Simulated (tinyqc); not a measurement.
Implant damage, amorphisation by cascade overlap, and solid-phase epitaxial regrowth. From temperature at which regrowth ends back to regrowth energy E_a. Computed by tinyqc, a small Python program. Command: `OMP_NUM_THREADS=1 python tinyqc.py 3113841 3113842 out.jsonl sper inv`. One thread of a shared host (Intel(R) Xeon(R) Processor @ 2.30GHz), about 0.03 s of CPU time with the checks.

Range and width of the damage are inputs. Dynamic annealing enters only through the surviving share f.

Inputs (values chosen for the exercise, modelled on germanium ions in silicon): atomic density N = 49.9 1/nm^3; ion Z1 = 32; ion mass M1 = 72.6 u; target Z2 = 14; target mass M2 = 28.09 u; ion energy E = 19 keV; displacement energy E_d = 13 eV; depth of the damage peak R_d = 9.7 nm; width of the damage profile s_d = 6.8 nm; share of defects that survive f = 0.51; critical displaced share x_c = 0.095; dose Q = 4.2e+15 1/cm^2; regrowth prefactor v0 = 4.9e+15 nm/s; anneal temperature = 704 C; rate relative to (100) = 1; peak enhancement by the dopant = 12; ramp rate = 46 K/s.

Constants: a_0 = 0.529177210903 angstrom; e^2/(4 pi eps_0) = 14.39964548 eV angstrom; k_B = 8.617333262e-05 eV/K.

Method:
- Robinson partition: eps = E a M2/(Z1 Z2 (e^2/(4 pi eps_0)) (M1 + M2)), a = 0.8853 a_0/sqrt(Z1^(2/3) + Z2^(2/3)); k = 0.0793 Z1^(2/3) Z2^(1/2) (M1 + M2)^(3/2)/((Z1^(2/3) + Z2^(2/3))^(3/4) M1^(3/2) M2^(1/2)); damage energy T_d = E/(1 + k (eps + 0.40244 eps^(3/4) + 3.4008 eps^(1/6))); displacements nu = 0.8 T_d/(2 E_d).
- Displaced share x(z) = f nu Q exp(-(z - R_d)^2/(2 s_d^2))/(sqrt(2 pi) s_d N); the layer is amorphous where x > x_c, between R_d -/+ s_d sqrt(2 ln(x_max/x_c)), the upper edge being cut at the surface. Threshold dose Q_c = Q x_c/x_max.
- v = v0 x orientation factor x exp(-E_a/(k_B T)) x [1 + (enhancement - 1) exp(-(z - R_d)^2/(2 s_d^2))], T = anneal temperature + 273.15 K; the dopant is taken to follow the damage profile; the lower front moves from the lower edge z2 to the surface, or to the middle (z1 + z2)/2 of a buried layer with upper edge z1; time = int dz/v; the equivalent undoped distance is that time times the undoped velocity.
- On a linear ramp from 200 C regrowth ends at the T_f where int v_undoped dT/(ramp rate) equals the equivalent undoped distance.

Question. A run gave the result below. Find the regrowth energy E_a, known to lie between 2.3 and 2.9 eV.

temperature at which regrowth ends = 703.0337 C

Answer.

Each step takes the trial c = (a f_b - b f_a)/(f_b - f_a), f being the result less the target and a, b, c the logarithms of the listed values; c replaces end b, the old b replaces a if the sign of f changed, and otherwise f_a is halved.

Scan of the range:
```
regrowth energy E_a (eV)  temperature at which regrowth ends (C)
2.30                                                     528.741
2.39                                                     559.212
2.48                                                     589.652
2.58                                                     623.438
2.68                                                     657.189
2.79                                                     694.274
2.90                                                     731.319
```

False position (Illinois rule, in the logarithm of the input) inside the bracket:
```
step    end a    end b    trial  temperature at which regrowth ends (C)
1     2.79000  2.90000  2.81563                                 702.908
2     2.90000  2.81563  2.81599                                 703.032
3     2.90000  2.81599  2.81601                                 703.035
4     2.81599  2.81601  2.81600                                 703.034
```

Temperature at which regrowth ends rises at every point of a 13-point scan of the range (every second point is shown), so one value fits; it is bracketed by 2.79 and 2.90. Answer: regrowth energy E_a = 2.816 eV.
